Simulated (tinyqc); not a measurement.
Kinetics of strain relaxation and threading dislocations in mismatched semiconductor layers: one step, computed by the program tinyqc.

60-degree dislocations on {111} planes of a (001) layer, isotropic elasticity. The Schmid factor is 1/sqrt(6), and a misfit segment relieves strain with b/2.

Task: Graded buffer. In steady grading, strain is fed at R_f R_g and relieved at (b/4) rho v. As a glide-limited estimate, the driving stress is taken as the mean stress of the strained top zone, whose depth z solves R_f z/2 = e_eq(z), with strain R_f z at the surface; tau_g = S R_f z/2 is its mean; then rho = 4 R_f R_g/(b m tau_g), m = v0 exp(-Q/(k_B T_g)), S = (1/sqrt 6) 2 G (1 + nu)/(1 - nu), e_eq(z) = b (1 - nu/4) [ln(z/b) + 1]/(4 pi (1 + nu) z).

Inputs (values chosen for the exercise, modelled on GaAs on Si):

| quantity | value | unit |
|---|---|---|
| misfit f | 0.0405 | - |
| shear modulus G | 47 | GPa |
| Poisson ratio nu | 0.31 | - |
| Burgers vector b | 4 | angstrom |
| glide activation energy Q | 1.33 | eV |
| velocity prefactor v0 | 8400 | m/s per MPa |
| grading rate (misfit per thickness) R_f | 0.014 | 1/micrometre |
| growth temperature of the buffer T_g | 879 | K |
| growth rate R_g | 1.5 | nm/s |

Constants: k_B = 8.617333262e-05 eV/K.

Give: depth z of the strained zone; stress tau_g; thread density of the buffer; buffer thickness f/R_f.

Result:

depth z of the strained zone = 148.9 nm

stress tau_g = 75.91 MPa

thread density of the buffer = 1391 1/cm^2

buffer thickness f/R_f = 2.893 micrometre

Raising T_g by 50 K would lower this density by a factor 2.6: fast glide lets few threads do the work. Caution: real buffers seldom go below 1e5 /cm^2, as pile-ups and nucleation take over; this value is a lower bound.
